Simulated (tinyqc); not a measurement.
Two-band model of a narrow-gap semiconductor with electrons and holes. From one set of inputs to another, one input at a time. Computed by tinyqc, a small Python program. Command: `OMP_NUM_THREADS=1 python tinyqc.py 3014522 3014523 out.jsonl bipolar ladder`. One thread of a shared host (Intel(R) Xeon(R) Processor @ 2.30GHz), about 0.1 s of CPU time with the checks.

Two parabolic bands with acoustic scattering (r = -1/2, a = 0), a gap that does not change with T, and fully ionised dopants. Melting is ignored, so values above the melting point are formal, and kappa_L does not change with T. eta_n = (E_F - E_c)/(k_B T), eta_p = -eta_n - E_g/(k_B T).

The inputs printed are set A. Set A is modelled on Bi2Te3; the values taken over come from a set modelled on PbTe. Inputs not listed in the table keep their values of set A, so the rows need not describe a real material.

Inputs (values chosen for the exercise, modelled on Bi2Te3): electron mass m_n = 0.91 m_0; hole mass m_p = 1.1 m_0; electron mobility parameter mu_300,n = 460 cm^2/(V s); hole mobility parameter mu_300,p = 400 cm^2/(V s); temperature exponent p = 1.5; band gap E_g = 0.14 eV; net doping N = 3.3e+19 1/cm^3; lattice thermal conductivity kappa_L = 0.9 W/(m K); temperature T = 630 K.

Doping: p-type.

Constants: k_B = 8.617333262e-05 eV/K; m_0 = 9.1093837015e-31 kg; k_B = 1.380649e-23 J/K; hbar = 1.054571817e-34 J s; e = 1.602176634e-19 C.

Method:
- With x = E/(k_B T), a = alpha k_B T (0 for a parabolic band), G = x (1 + a x), D = 1 + 2 a x and <y> = int y f (1 - f) dx, f = 1/(1 + exp(x - eta)): tau = tau_0 G^r/D; transport function s = G^(3/2 + r)/D^2; n = N_0 <G^(3/2)> with N_0 = (2 m k_B T)^(3/2)/(3 pi^2 hbar^3).
- Integrals over x = E/(k_B T) use 160 Gauss-Legendre points in u = sqrt(x) from 0 to sqrt(max(eta, 0) + 32).
- Neutrality: p - n = N, with n = N_0(m_n) <x^(3/2)> at eta_n and p = N_0(m_p) <x^(3/2)> at eta_p.
- sigma = e mu_0 N_0 <s> with mu_0 = e tau_0/m = mu_300 (T/300 K)^(-p); |S| = (k_B/e)(<x s>/<s> - eta); Lorenz number L = (k_B/e)^2 (<x^2 s>/<s> - (<x s>/<s>)^2); kappa_e = L sigma T; zT = S^2 sigma T/(kappa_L + kappa_e).
- Hall factor r_H = <x^(3/2)> <x^(1/2)>/<s>^2.
- Both bands together (these totals replace the one-band zT): sigma = sigma_n + sigma_p; S = (sigma_p |S_p| - sigma_n |S_n|)/sigma; kappa_bip = (sigma_n sigma_p/sigma)(|S_n| + |S_p|)^2 T; kappa_e = (L_n sigma_n + L_p sigma_p) T; zT = S^2 sigma T/(kappa_L + kappa_e + kappa_bip); weak-field R_H = (r_p sigma_p^2/p - r_n sigma_n^2/n)/(e sigma^2), where the Hall factors r_n and r_p are <x^(3/2)> <x^(1/2)>/<s>^2.

Each row keeps all changes above it:
```
input moved                                           from       to  conductivity sigma (S/cm)  bipolar thermal conductivity (W/(m K))  kappa_e (W/(m K))
set A                                                    -        -                      772.6                                   2.728             0.7571
band gap E_g (eV)                                     0.14     0.33                      508.0                                   0.311             0.4963
net doping N (1/cm^3)                              3.3e+19  1.4e+18                      122.3                                   1.445             0.1151
lattice thermal conductivity kappa_L (W/(m K))         0.9        1                      122.3                                   1.445             0.1151
hole mobility parameter mu_300,p (cm^2/(V s))          400      730                      179.0                                   1.802             0.1685
electron mass m_n (m_0)                               0.91     0.27                       82.6                                   0.627             0.0776
electron mobility parameter mu_300,n (cm^2/(V s))      460     1300                      112.3                                   1.304             0.1057
hole mass m_p (m_0)                                    1.1     0.31                       55.2                                   0.392             0.0523
```

Conductivity sigma goes from 773 to 55.2, a factor 0.0715 in all. The largest single move comes from net doping N (a factor 0.241), and hole mobility parameter mu_300,p works against it (a factor 1.46). Bipolar thermal conductivity goes from 2.73 to 0.392, a factor 0.144 in all. The largest single move comes from band gap E_g (a factor 0.114), and net doping N works against it (a factor 4.65). kappa_e goes from 0.757 to 0.0523, a factor 0.0691 in all. The largest single move comes from net doping N (a factor 0.232), and hole mobility parameter mu_300,p works against it (a factor 1.46). The single moves hold for this order of the switches; the total does not depend on the order.

Extremes, crossings and ranges named in words are read from the listed rows.
